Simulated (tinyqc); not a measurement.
Elastic strain and critical thickness of a cubic alloy layer A(1-x)B(x) on a thick substrate: one step, computed by the program tinyqc.

Strain is positive in tension. The layer is coherent with the substrate unless said otherwise.

Task: Alloy by Vegard's rule, and misfit. a = (1 - x) a_A + x a_B, the same rule for each C_ij; misfit f = (a_S - a)/a, the in-plane strain of the coherent layer.

Inputs (values chosen for the exercise, for a model alloy):
```
quantity                        value      unit
fraction x of B                  0.75         -
lattice constant a_A            5.869  angstrom
lattice constant a_B            5.451  angstrom
substrate lattice constant a_S  5.657  angstrom
```

C11, C12, C44 of A (GPa): 98.82  58.62  40.51

C11, C12, C44 of B (GPa): 143.6  58.97  64.25

Give: free lattice constant a; elastic constants; misfit f.

Result:

free lattice constant a = 5.5555 angstrom

elastic constants (GPa): C11 132.4050, C12 58.8825, C44 58.3150

misfit f = 0.01827

The layer is stretched in the plane by 1.83 %.
